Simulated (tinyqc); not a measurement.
## Capacitance measurement on a leaky thin oxide: effects of series resistance and leakage: readings against frequency

The device is a capacitance C in parallel with a leakage conductance G, in series with Rs and Ls. An impedance meter reports either a parallel pair (Cp, Gp) from Y = 1/Z = Gp + i w Cp or a series pair (Cs, Rm) from Z = Rm + 1/(i w Cs); w = 2 pi f, dissipation D = Gp/(w |Cp|).

EOT = 3.9 tox/eox; CET = EOT + zc + zp; C = 3.9 eps0 A/CET; G = Jg A/Vs. Z = Rs + i w Ls + 1/(G + i w C); CET read from Cp = 3.9 eps0 A/Cp; errors under 0.001 % are printed as 0.

Inputs (values chosen for the exercise); values of the order met in thin-oxide MOS capacitors:
```
symbol    value    unit                                                               meaning
eox        21.7          relative permittivity of the gate insulator (close to hafnium oxide)
tox         6.9      nm                                                   insulator thickness
A           400    um^2                                                             gate area
zc         0.44      nm            oxide-equivalent thickness added by the accumulation layer
zp          0.3      nm                    oxide-equivalent thickness added by gate depletion
Jg      0.00019  A/cm^2            gate leakage current density, not matched to the thickness
Vs         0.36       V                             voltage for an e-fold rise of the leakage
Rs           26     ohm                                                     series resistance
Ls            0      nH                                                     series inductance
```

Constants: eps0 = 8.8541878128e-14 F/cm where lengths are in cm. Results are converted to the units shown.

The same in every row: C (pF) = 6.9757.

Results:

| f (Hz) | Cp (pF) | Cs (pF) | D | error of Cp (%) | error of Cs (%) | CET read from Cp (nm) |
|---|---|---|---|---|---|---|
| 1000 | 6.9757 | 6.9919 | 0.048167 | 0 | 0.232 | 1.9801 |
| 3000 | 6.9757 | 6.9775 | 0.016059 | 0 | 0.0258 | 1.9801 |
| 10000 | 6.9757 | 6.9759 | 0.0048280 | 0 | 2.32e-3 | 1.9801 |
| 30000 | 6.9757 | 6.9757 | 0.0016397 | 0 | 0 | 1.9801 |
| 3e5 | 6.9757 | 6.9757 | 5.0243e-4 | 0 | 0 | 1.9801 |
| 1e6 | 6.9757 | 6.9757 | 0.0011877 | 0 | 0 | 1.9801 |
| 3e6 | 6.9756 | 6.9757 | 0.0034348 | -1.18e-3 | 0 | 1.9801 |
| 1e7 | 6.9748 | 6.9757 | 0.011401 | -0.0130 | 0 | 1.9803 |
| 3e7 | 6.9676 | 6.9757 | 0.034189 | -0.117 | 0 | 1.9824 |

Estimate the missing row, f = 1e5 Hz.

Computed row:

| f (Hz) | Cp (pF) | Cs (pF) | D | error of Cp (%) | error of Cs (%) | CET read from Cp (nm) |
|---|---|---|---|---|---|---|
| 1e5 | 6.9757 | 6.9757 | 5.9562e-4 | 0 | 0 | 1.9801 |

With this row back in the table: D goes from 0.0482 through a minimum of 5.02e-4 (at f = 3e5 Hz among the rows listed) to 0.0342; without inductance its minimum lies at f = sqrt(G (1 + G Rs)/Rs)/(2 pi C) = 2.06e5 Hz. The error of Cp goes from 0 to -0.117 % and that of Cs from 0.232 to 0 %; at low frequency Cp tends to C/(1 + G Rs)^2 and Cs grows as 1 + (G/(w C))^2. One of the two readings is within 2 % of C for f = 1000, 3000, 10000, 30000, 1e5, 3e5, 1e6, 3e6, 1e7, 3e7 Hz.

tinyqc, about 0.01 s, one thread, Intel Xeon 2.30GHz (shared host): `OMP_NUM_THREADS=1 python tinyqc.py 2022108 2022109 out.jsonl`
